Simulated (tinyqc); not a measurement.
Inside a calculation. Model: anisotropic wet etching of Si(100): plane rates, V-grooves, membranes and undercut. Computed by tinyqc, a small Python program that keeps every step. Command: `OMP_NUM_THREADS=1 python tinyqc.py 3024331 3024332 out.jsonl wetetch walk`. One thread of a shared host (Intel(R) Xeon(R) Processor @ 2.30GHz), about 0.01 s of CPU time with the checks. Intermediate numbers are printed to about 7 digits and carried at full precision; extremes and crossings named in words are read from the listed rows.

A long slot opens the mask on a (100) wafer. The floor etches at R100; (111) walls stand at theta = arctan(sqrt2) = 54.7356 degrees to the surface and recede at R111 along their normal.

Inputs (values chosen for the exercise, close to those used for tetramethylammonium hydroxide solutions):

| quantity | value | unit |
|---|---|---|
| prefactor k0 of the (100) rate | 5.3e+08 | um/min |
| activation energy of (100), E | 0.617 | eV |
| ratio (100)/(111) at 80 C | 13 | - |
| extra energy of (111), dE | 0.12 | eV |
| ratio (100)/oxide at 80 C | 4100 | - |
| extra energy of the oxide, dE_ox | 0.25 | eV |
| corner undercut rate over (100) rate, c | 2.8 | - |
| bath temperature T | 55 | C |
| width w (mask opening along <110>, or membrane width in the design step) | 270 | um |
| misalignment of the mask | 1 | degrees |
| etch time t | 63 | min |
| wafer thickness d | 300 | um |
| membrane thickness wanted | 8.8 | um |

Constants: k_B = 8.617333262e-05 eV/K.

## Rates

R100 = k0 exp(-E/(k_B T)); a ratio given at 80 C scales as exp[(extra energy/k_B)(1/T - 1/353.15 K)]; R111 and R_ox follow by division. Temperatures in kelvin are T(C) + 273.15.

R100 = 0.1771312 um/min

R111 = 0.01008984 um/min

R_ox = 2.310493e-05 um/min

anisotropy R100/R111 = 17.55539

## Shape after the time t

A misaligned edge exposes ledges and adds R100 sin(misalignment) to the lateral rate (a simple estimate): u = R111/sin(theta) + R100 sin(misalignment). Top width W = w + 2 u t; floor width b = W - 2 z/tan(theta) = W - sqrt2 z. The floor lasts until b = 0, at t_V = w/(sqrt2 R100 - 2u); depth z = R100 t before t_V and W/sqrt2 after.

lateral rate u = 0.01544885 um/min

time t_V to close the V = 1229.488 min

top width W = 271.9466 um

depth z = 11.15926 um

floor width b = 256.1650 um

The floor remains; undercut per side is 0.973 um, 8.72 % of the depth.

## Designing a membrane from the back side

Etch depth d - membrane, time = depth/R100; for a membrane as wide as w the opening must be w + sqrt2 depth - 2 u time; oxide mask consumed R_ox x time; a 1 K error changes the depth by the fraction E/(k_B T^2); a convex mask corner, such as that of a mesa, would retreat by c x depth.

time to reach the membrane = 1643.980 min

opening needed = 631.0238 um

oxide consumed = 37.98403 nm

depth error per kelvin = 19.36238 um

retreat of a convex corner = 815.36 um

The error per kelvin is 220 % of the membrane, so a timed etch cannot hold it and an etch stop is needed. A corner retreat larger than the depth shows why mesas need compensation structures. Caution: rates also depend on concentration, doping, additives and stirring, all held fixed here.

## Speed against selectivity over temperature

Each row etches to the depth d - membrane; undercut per side = (R111/sin(theta) + R100 sin(misalignment)) x time.

Etching to a fixed depth:

| T (C) | R100 (um/min) | R100/R111 | time (h) | undercut (um) | oxide consumed (nm) |
|---|---|---|---|---|---|
| 30 | 0.029298 | 24.91129 | 165.6551 | 19.39877 | 18.3216 |
| 40 | 0.062286 | 21.51245 | 77.9199 | 21.66072 | 24.8706 |
| 50 | 0.126379 | 18.74676 | 38.4029 | 24.10653 | 33.1278 |
| 60 | 0.245761 | 16.47216 | 19.7482 | 26.73356 | 43.3736 |
| 70 | 0.459743 | 14.58307 | 10.5566 | 29.53829 | 55.9033 |
| 80 | 0.830067 | 13.00000 | 5.8469 | 32.51643 | 71.0244 |
| 90 | 1.450707 | 11.66235 | 3.3455 | 35.66308 | 89.0536 |
| 100 | 2.460652 | 10.52341 | 1.9724 | 38.97283 | 110.3138 |

From 30 to 100 C the time falls by a factor 84.0, while the oxide loss grows by 6.02 and the undercut by 2.01: the slower planes and the mask have the higher activation energies, so heat costs selectivity. Misalignment gives 5.08 um of the undercut at any T.

Checks made by the program: depth against time integration (relative difference below 1e-10).
